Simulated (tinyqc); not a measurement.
Solubility, supersaturation, precipitation and gettering of an impurity in a silicon-like host: one step, computed by the program tinyqc. Command: `OMP_NUM_THREADS=1 python tinyqc.py 3014864 3014865 out.jsonl ripen walk`. One thread of a shared host (Intel(R) Xeon(R) Processor @ 2.30GHz), about 0.01 s of CPU time with the checks.

The wafer was saturated at T1 and is then held at T.

Problem. Denuded zone. Near a surface held at C_eq(T) the excess decays by out-diffusion over sqrt(D t) and by capture over L_s = sqrt(D tau_f) = (4 pi n r_f)^(-1/2); the shorter length sets the depth from which the surface draws.

Inputs (values chosen for the exercise, for a model impurity): temperature of saturation T1 = 1300 K; anneal temperature T = 761 K; anneal time t = 7.9 s; wafer thickness w = 200 micrometre.

Gettering: relaxation gettering at sinks.

D(T) = 9.735940e-08 cm^2/s

tau_f = 18.43579 s

Give: sqrt(D t); capture length L_s; L_s/w.

Solution.

sqrt(D t) = 8.770 micrometre

capture length L_s = 13.40 micrometre

L_s/w = 0.06699

In the time given a surface draws only from within about sqrt(D t), which is shorter than L_s; in a longer anneal the sinks would keep this depth to about L_s. Caution: the barrier to homogeneous nucleation is below 35 k_B T for these inputs, so new precipitates would form and outnumber the fixed sinks assumed here.
